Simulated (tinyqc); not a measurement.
Anneal temperature: kinetics of strain relaxation and threading dislocations in mismatched semiconductor layers. Computed by tinyqc, a small Python program. Command: `OMP_NUM_THREADS=1 python tinyqc.py 3031343 3031344 out.jsonl threading walk`. One thread of a shared host (Intel(R) Xeon(R) Processor @ 2.30GHz), about 0.01 s of CPU time with the checks.

60-degree dislocations on {111} planes of a (001) layer, isotropic elasticity. The Schmid factor is 1/sqrt(6), and a misfit segment relieves strain with b/2.

Inputs (values chosen for the exercise, for a model layer):
```
quantity                        value         unit
misfit f                       0.0142            -
shear modulus G                  45.1          GPa
Poisson ratio nu                 0.32            -
Burgers vector b                 4.05     angstrom
glide activation energy Q        1.22           eV
velocity prefactor v0            8000  m/s per MPa
layer thickness h                  62           nm
anneal temperature T              596            K
anneal time t                     460            s
initial thread density rho_0    55000       1/cm^2
multiplication constant delta    4000          1/m
```

Sources: fixed density of threads.

Constants: k_B = 8.617333262e-05 eV/K.

Method:
- Excess resolved stress tau = (1/sqrt 6) [2 G (1 + nu)/(1 - nu)] (e - e_eq), e_eq = b (1 - nu/4) [ln(h/b) + 1]/(4 pi (1 + nu) h), the Matthews-Blakeslee strain of an uncapped layer; glide velocity v = v0 tau exp(-Q/(k_B T)), tau in MPa.
- Threads run in two directions, so de/dt = -(b/4) rho v, with rho fixed. With x = e - e_eq, x0 = f - e_eq (fully strained at t = 0) and v = m S x (m the mobility, S x = tau): x = x0 exp(-t/t_r), t_r = 4/(b rho_0 m S).
- The half time is that at which x = x0/2.

half time = 450.927 s

excess stress tau = 858.853 MPa

equilibrium strain e_eq = 0.00218503

After the time t:
```
T (K)  first velocity (micrometre/s)  relieved (%)  threads (1/cm^2)  half time (s)
499                       3.2757e+00         0.696             55000     4.5655e+04
521                       1.0854e+01         2.288             55000     1.3778e+04
548                       4.1406e+01         8.449             55000     3.6118e+03
569                       1.0744e+02        20.472             55000     1.3920e+03
596                       3.3165e+02        50.692             55000     4.5093e+02
613                       6.4089e+02        74.497             55000     2.3335e+02
639                       1.6402e+03        96.971             55000     9.1179e+01
681                       6.4318e+03       100.000             55000     2.3252e+01
```

What follows from these numbers?

The half time follows exp(Q/(k_B T)), a decade for each 58 K near 596 K. Relief goes from 20 % at 569 K to 74.5 % at 613 K: with a fixed density the onset is gradual, and more threads relax the layer sooner. Caution: rows with more than 50 % relieved leave out blocking by crossing misfit lines, which slows real layers.

Extremes, crossings and ranges named in words are read from the listed rows.
